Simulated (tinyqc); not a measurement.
# Ground and coupling capacitance from two measurements

Question. A line has Cg to the planes and Cc to each of two neighbours. Find Cg, Cc, the load when both neighbours switch in antiphase, and the pulse on the line when it floats and both neighbours swing by Vx.

Parameters, values chosen for the exercise: swing Vx = 0.8 V.

capacitance with neighbours driven alike and with neighbours grounded (aF/um): [43, 103]

Solution. Driven alike, Cc carries no charge, which leaves Cg; grounded neighbours give Cg + 2 Cc, antiphase Cg + 4 Cc; a floating line divides the swing as 2 Cc/(Cg + 2 Cc).

Cg = 43.00 aF/um
Cc = 30.00 aF/um
load in antiphase = 163.0 aF/um
pulse = 0.4660 V

Program tinyqc, `OMP_NUM_THREADS=1 python tinyqc.py 2790149 2790150 out.jsonl`; Intel Xeon 2.30GHz, shared host, one thread, about 0.7 s.
